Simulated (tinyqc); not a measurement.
Koster-Slater impurity in a tight-binding band, by Green functions and by supercells: one step, computed by the program tinyqc.

One orbital per site, e(k) = -2 t sum cos(k_i) over 1 direction(s), band from -2 t to 2 t, lattice constant 1. One site has the extra energy U. Spin is left out.

Question. The host Green function outside the band. Outside the band G0(E) = sign(E)/sqrt(E^2 - 4 t^2). A bound state solves 1/U = G0(E). Energies: 0.05, 0.2, 0.5, 1, 2, 4 and 8 t beyond the band edge on the side of U, rounded to four digits.

Inputs (values chosen for the exercise, for a model band): hopping t = 1.3 eV; impurity potential U = -2.25 eV.

Lattice: chain.

Give: Scan on the side of U.

Answer.

Scan on the side of U:

| E (eV) | G0 (1/eV) | 1/U - G0 (1/eV) |
|---|---|---|
| -2.665 | -1.709 | 1.265 |
| -2.860 | -0.839 | 0.395 |
| -3.250 | -0.513 | 0.068 |
| -3.900 | -0.344 | -0.100 |
| -5.200 | -0.222 | -0.222 |
| -7.800 | -0.136 | -0.308 |
| -13.000 | -0.079 | -0.366 |

G0 diverges at the band edge, so any U binds a state.
